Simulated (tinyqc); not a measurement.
Changing the layer width W: avalanche multiplication and breakdown of a junction from ionisation integrals. Computed by tinyqc, a small Python program. Command: `OMP_NUM_THREADS=1 python tinyqc.py 3001687 3001688 out.jsonl impact sweep`. One thread of a shared host (Intel(R) Xeon(R) Processor @ 2.30GHz), about 0.03 s of CPU time with the checks.

Ionisation coefficients follow the local field. Position x runs through the depletion layer from the p side (x = 0), where electrons enter, to the n side (x = w), where holes enter. The built-in voltage is neglected.

Inputs (values chosen for the exercise, modelled on 4H-SiC):
```
quantity                                        value    unit
electron prefactor a_n                       1.73e+08    1/cm
electron field b_n                           3.37e+07    V/cm
hole prefactor a_p                           3.42e+08    1/cm
hole field b_p                               2.47e+07    V/cm
exponent c                                          1       -
permittivity eps                                  9.7       -
doping N of the lightly doped side            5.1e+16  1/cm^3
bias as a fraction of the breakdown voltage      0.94       -
```

Junction: punch-through p+ n- n+.

Constants: e = 1.602176634e-19 C; eps_0 = 8.8541878128e-12 F/m.

Method:
- alpha_n = a_n exp(-(b_n/F)^c), alpha_p = a_p exp(-(b_p/F)^c).
- Field F = F_m - e N x/(eps eps_0) over the layer, w = W, V = F_m W - e N W^2/(2 eps eps_0); valid while F > 0 at x = W.
- With Phi(x) = int_0^x (alpha_n - alpha_p) dx': 1 - 1/M_n = I_n = int_0^w alpha_n exp(-Phi) dx and M_p = M_n exp(-Phi(w)); trapezoid rule on 401 even points; breakdown at I_n = 1.
- Solve I_n(F_m) = 1.
- Bias V = fraction times the breakdown voltage.
- M_n = 1/(1 - I_n), M_p = M_n exp(-Phi(w)); McIntyre excess noise for the carrier with the larger M, F_x = k M + (1 - k)(2 - 1/M), with k = (smaller M - 1)/(larger M - 1).

One run for each value:
```
layer width W (micrometre)  breakdown voltage (V)  critical field F_m (MV/cm)  ratio k = alpha_p/alpha_n     M_n
0.19                                        62.47                      3.3783                     28.377  1.2659
0.28                                        87.87                      3.2714                     30.958  1.2352
0.39                                       117.67                      3.2027                     32.840  1.2145
0.57                                       164.15                      3.1511                     34.388  1.1994
0.81                                       222.14                      3.1278                     35.127  1.1981
1.20                                       306.02                      3.1210                     35.347  1.2176
1.70                                       393.04                      3.1207                     35.358  1.2582
2.40                                       474.96                      3.1207                     35.358  1.3356
```

What does the table show, and why?

Over the rows, breakdown voltage (V) rises from 62.5 to 475 (exponent d ln y / d ln x 0.88 between the first rows and 0.55 between the last); critical field F_m (MV/cm) falls from 3.38 to 3.12; ratio k = alpha_p/alpha_n rises from 28.4 to 35.4. At the low end the exponent of breakdown voltage is 0.88, close to 0.86: the W^(6/7) rule of p-i-n diodes.  Left out: 3.40 (the layer is not punched through at breakdown).

Caution (rows 0.190): in a layer this thin the dead space before a carrier can ionise, and tunnelling, make the local model unreliable.
